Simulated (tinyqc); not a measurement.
Velocity overshoot from momentum and energy balance equations after a field step: one step, computed by the program tinyqc.

At t = 0 the field jumps from 0 to F in a uniform sample. v is the drift velocity and u = w - (3/2) k_B T the excess energy per carrier.

Problem. Constants and steady state. dv/dt = e F/m - v/tau_m(u), du/dt = e F v - u/tau_E, tau_m(u) = tau_0/(1 + c u), tau_0 = m mu_0/e, c = mu_0/(e tau_E v_s^2); this choice gives the steady state v (1 + mu_0 F v/v_s^2) = mu_0 F, which saturates at v_s. Steady velocity v = 2 mu_0 F/(1 + sqrt(1 + 4 (mu_0 F/v_s)^2)); u = e F v tau_E; carrier temperature T + 2u/(3 k_B), neglecting the drift energy m v^2/2.

Inputs (values chosen for the exercise, modelled on electrons in germanium except for tau_E): effective mass m = 0.12 m_0; low-field mobility mu_0 = 3900 cm^2/(V s); saturation velocity v_s = 0.69 1e7 cm/s; energy relaxation time tau_E = 0.89 ps; field after the step F = 3.9 kV/cm; lattice temperature T = 300 K.

Scheme: implicit in the damping.

Constants: m_0 = 9.1093837015e-31 kg; e = 1.602176634e-19 C; k_B = 8.617333262e-05 eV/K.

Give: tau_0; c; acceleration e F/m; steady velocity; steady excess energy; steady carrier temperature.

Solution.

tau_0 = 266.1 fs

c = 92.04 1/eV

acceleration e F/m = 0.005716 1e7 cm/s per fs

steady velocity = 0.5510 1e7 cm/s

steady excess energy = 0.01913 eV

steady carrier temperature = 448.0 K

tau_E/tau_0 = 3.34, and in the steady state tau_m has shrunk to 96.4 fs.
